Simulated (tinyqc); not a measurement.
Thickness of the second layer from the transmission.

Question. A two-layer stack carries the voltage V: F1 = V/(t1 + t2 eps1/eps2), F2 = F1 eps1/eps2; U = phi1 - F1 x in layer 1 and phi2 - F1 t1 - F2 (x - t1) in layer 2. T = exp(-S) at E = 0, C = hbar^2/(2 m0). Each layer adds (2/F) sqrt(m/C) [G(u at its left edge) - G(u at its right edge)] to S, with u = U - E (0 where negative) and G(u) = (2/3) u^1.5. Find t2, known to lie between 0.3 and 6 nm, and F1.

Values chosen for this exercise: barrier of layer 1 above the emitter Fermi level at zero bias phi1 = 3.13 eV; tunnelling mass of layer 1 m1 = 0.5 m0; thickness of layer 1 t1 = 1.2 nm; relative permittivity of layer 1 eps1 = 3.9; barrier of layer 2 at zero bias phi2 = 1.43 eV; tunnelling mass of layer 2 m2 = 0.2 m0; relative permittivity of layer 2 eps2 = 22.7; voltage across the dielectric V = 1 V.

Constants: q = 1.602176634e-19 C, hbar = 1.054571817e-34 J s, m0 = 9.1093837015e-31 kg, hbar^2/(2 m0) = 0.0380998212 eV nm^2. Results are converted to the units shown.

T at E = 0 = 8.8972296e-9

Answer. Over that range S rises steadily with t2, so S = -ln T has one root, found by bisection.

t2 = 1.30 nm
F1 = 7.03 MV/cm

tinyqc, about 0.06 s, one thread, Intel Xeon 2.30GHz (shared host): `OMP_NUM_THREADS=1 python tinyqc.py 2540151 2540152 out.jsonl`
